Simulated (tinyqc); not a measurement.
Localisation in a chain with random site energies (transfer matrices), step by step. Values are carried at full precision from step to step, so a last printed digit may differ when a step is redone from the rounded ones.

Hopping -t; leads with site energy 0, E = -2t cos(ka). psi_(j+1) = ((e_j - E)/t) psi_j - psi_(j-1), a product of matrices M_j = [[(e_j - E)/t, -1], [1, 0]]. For M = M_N ... M_1 the transmission is T = 4 sin^2(ka)/|M21 - M12 + M22 exp(ika) - M11 exp(-ika)|^2. Long samples draw e_j = W (x_j/2147483647 - 1/2) from x_j = 16807 x_(j-1) mod 2147483647, starting at x0. The localisation length xi, in sites, is defined by ln T = -2N/xi on average; weak disorder gives xi = 24 (4t^2 - E^2)/W^2, and the mean free path for backscattering is xi/2.

Parameters, chosen for this exercise:
- t = 1.51 eV (hopping)
- E = -1.11 eV (energy)
- e = (-0.75, 0.46, 0.79, -0.26, 0.59, -0.59, -0.67) eV (site energies of the short sample)
- W = 1.75 eV (full width of the disorder)
- a = 5.1 angstrom (spacing)

## The product of transfer matrices

Multiply site by site and give T for each length.

Running product:
```
j,(e_j - E)/t,M11,M12,M21,M22,T
1,0.2384,0.2384,-1.0000,1.0000,0.0000,0.9334
2,1.0397,-0.7521,-1.0397,0.2384,-1.0000,0.8512
3,1.2583,-1.1848,-0.3083,-0.7521,-1.0397,0.7805
4,0.5629,0.0852,0.8662,-1.1848,-0.3083,0.7113
5,1.1258,1.2807,1.2835,0.0852,0.8662,0.5954
6,0.3444,0.3558,-0.4242,1.2807,1.2835,0.5314
7,0.2914,-1.1770,-1.4071,0.3558,-0.4242,0.5425
```

T is 0.5425 for the whole sample and does not fall steadily (it rises at j = 7): reflected waves interfere. The determinant of M stays 1.

## The same sites added without interference

One site alone reflects R_j = e_j^2/(e_j^2 + 4t^2 - E^2); incoherent addition sums R/(1 - R), and T = 1/(1 + sum).

R_j: 0.0666  0.0261  0.0733  0.0085  0.0423  0.0423  0.0538

sum of R/(1 - R) = 0.3310
T without interference = 0.7513

The coherent product gives 0.5425 for this sample.

## Weak-disorder lengths

Form ka, xi, xi a and the mean free path xi a/2.

ka = 1.1944 rad
xi = 61.82 sites

lengths (nm): localisation 31.527, mean free path 15.764

The formula needs xi well above one site.

## Checks

- T from the product against the Green function: both 0.54247.

tinyqc: `OMP_NUM_THREADS=1 python tinyqc.py 1451923 1451924 out.jsonl`; about 0.04 s, one thread, shared Intel(R) Xeon(R) Processor @ 2.30GHz.
